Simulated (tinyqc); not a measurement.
Scan in temperature at fixed frequency: admittance spectroscopy and thermally stimulated current of one trap level in a depletion layer. Computed by tinyqc, a small Python program. Command: `OMP_NUM_THREADS=1 python tinyqc.py 3112806 3112807 out.jsonl admit walk`. One thread of a shared host (Intel(R) Xeon(R) Processor @ 2.30GHz), about 0.01 s of CPU time with the checks.

A Schottky junction on n-type material holds one donor-like electron trap; shallow donors are fully ionised and abrupt depletion edges are assumed.

Inputs (values chosen for the exercise, modelled on n-type 4H-SiC):

| quantity | value | unit |
|---|---|---|
| dielectric constant eps | 9.73 | - |
| density-of-states mass m | 0.797 | m_0 |
| shallow doping N | 5.9e+15 | 1/cm^3 |
| trap density N_t | 1.1e+15 | 1/cm^3 |
| trap depth E_t below the band | 0.547 | eV |
| capture cross section sigma | 5.8e-17 | cm^2 |
| band bending V_b | 1 | V |
| test frequency f | 300 | Hz |

Constants: k_B = 1.380649e-23 J/K; m_0 = 9.1093837015e-31 kg; h = 6.62607015e-34 J s; k_B = 8.617333262e-05 eV/K; eps_0 = 8.8541878128e-12 F/m; e = 1.602176634e-19 C.

Method:
- N_c = 2 (2 pi m k_B T/h^2)^(3/2), v_th = sqrt(3 k_B T/m), emission rate e_n = sigma v_th N_c exp(-E_t/(k_B T)).
- Where the level crosses the Fermi level capture equals emission, so the trap follows the signal with the rate 2 e_n; G/omega peaks at omega = 2 e_n (the correction for large N_t/N is left out).
- Solve 2 e_n(T_p) = 2 pi f.
- With E_c - E_F = k_B T_p ln(N_c/N): lambda = sqrt(2 eps eps_0 (E_t - (E_c - E_F))/(e^2 N)); traps are empty and charged for x < x_t = w - lambda, and V_b = e (N w^2 + N_t x_t^2)/(2 eps eps_0). High frequency: C_hf = eps eps_0/w. Low frequency: C_lf = eps eps_0 (N + N_t)/(N w + N_t x_t).
- With x = omega/(2 e_n): C = C_hf + (C_lf - C_hf)/(1 + x^2), G/omega = (C_lf - C_hf) x/(1 + x^2); C_hf and C_lf are held at their values at T_p.

peak temperature T_p = 374.997 K

C_hf = 20.5783 nF/cm^2

C_lf = 22.4745 nF/cm^2

Admittance:

| T (K) | omega/(2 e_n) | C (nF/cm^2) | G/omega (nF/cm^2) |
|---|---|---|---|
| 330.0 | 12.984 | 20.590 | 0.14517 |
| 345.0 | 5.148 | 20.647 | 0.35497 |
| 356.2 | 2.708 | 20.806 | 0.61623 |
| 367.5 | 1.471 | 21.178 | 0.88169 |
| 375.0 | 1.000 | 21.527 | 0.94809 |
| 382.5 | 0.690 | 21.863 | 0.88617 |
| 393.7 | 0.406 | 22.206 | 0.66086 |
| 408.7 | 0.208 | 22.396 | 0.37881 |
| 427.5 | 0.096 | 22.457 | 0.18080 |

What follows from these numbers?

The peak of G/omega is half the step, 0.948 nF/cm^2. Its full width is near 2 ln(2 + sqrt3) k_B T_p^2/(E_t + 2 k_B T_p) = 52.2 K.

Extremes, crossings and ranges named in words are read from the listed rows.
